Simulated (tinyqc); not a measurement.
Pillar capacitor in an array: capacitance, non-linearity, leakage and relaxation: one step of the calculation.

A film between two metal electrodes, each interface adding a series capacitance ci. The small-signal permittivity is ek (1 + aq E^2); the field is found with the linear permittivity. Leakage J = J0 sinh(E/Ef). After a voltage step the film passes a relaxation current kr C V tt^(-nr), tt being the time in seconds. The sidewall is a coaxial capacitor with radii a = dm/2 and b = dm/2 + t, depth AR dm; the end face is left out.

Problem. Cell capacitance, fields and time constant. Per length 1/c = ln(b/a)/(2 pi eps0 ek) + (1/a + 1/b)/(2 pi ci); cell capacitance c AR dm; per footprint over pt^2; fields c V/(2 pi eps0 ek r) at r = a and b; resistance of the inner electrode rho AR dm/(pi a^2); time constant R C/3 of the distributed line.

Parameters, values chosen for the exercise; permittivity of the order of that of hafnium oxide:
```
symbol  value     unit                                                             meaning
ek       22.7                                            relative permittivity of the film
t          13       nm                                                      film thickness
ci       1000  uF/cm^2  capacitance of each electrode interface (dead layer and screening)
V           1        V                                                                bias
dm         66       nm                                              diameter of the pillar
AR         20                                            aspect ratio, depth over diameter
pt        140       nm                                           pitch of the square array
rho      1700  uohm cm                                  resistivity of the inner electrode
```

Constants: eps0 = 8.8541878128e-14 F/cm where lengths are in cm. Results are converted to the units shown.

Find: a; b; cell capacitance; capacitance per footprint; field at a; field at b; R; R C/3.

Solution.

a = 33.000 nm
b = 46.000 nm
cell capacitance = 5.0032 fF
capacitance per footprint = 25.527 uF/cm^2
field at a = 0.90951 MV/cm
field at b = 0.65247 MV/cm
R = 6.5591 kohm
R C/3 = 10.939 ps

The array gives 16.6 times the planar capacitance per footprint; curvature makes the field at the inner electrode 1.19 times the planar value.

Computed by the program tinyqc: `OMP_NUM_THREADS=1 python tinyqc.py 2102188 2102189 out.jsonl`, one thread of a shared Intel Xeon 2.30GHz, about 0.01 s for the whole run.
